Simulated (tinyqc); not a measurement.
Time-domain thermoreflectance: layered heat flow under a modulated pulse train, and what the signal ratio measures: one step, computed by the program tinyqc.

Pulses repeat at 80 MHz; heat is laid down at the surface, all layers are isotropic.

Task: Length and time scales. Penetration depth sqrt(kappa/(pi f C)); effusivity sqrt(kappa C); cooling time of the metal d C_m/G; Kapitza length kappa/G.

Inputs (values chosen for the exercise, modelled on aluminium on GaAs):

| quantity | value | unit |
|---|---|---|
| metal thickness d | 100 | nm |
| metal heat capacity | 2.42 | MJ/(m^3 K) |
| boundary conductance G under the metal | 76 | MW/(m^2 K) |
| substrate conductivity kappa | 42.5 | W/(m K) |
| substrate heat capacity C | 1.73 | MJ/(m^3 K) |
| modulation frequency f | 1 | MHz |
| spot radius w (1/e^2, pump and probe) | 16 | micrometre |

Stack: metal, substrate.

Give: penetration depth; effusivity; cooling time of the metal; Kapitza length; depth over spot radius.

Result:

penetration depth = 2.796 micrometre

effusivity = 8575 W s^(1/2)/(m^2 K)

cooling time of the metal = 3184 ps

Kapitza length = 559.2 nm

depth over spot radius = 0.1748
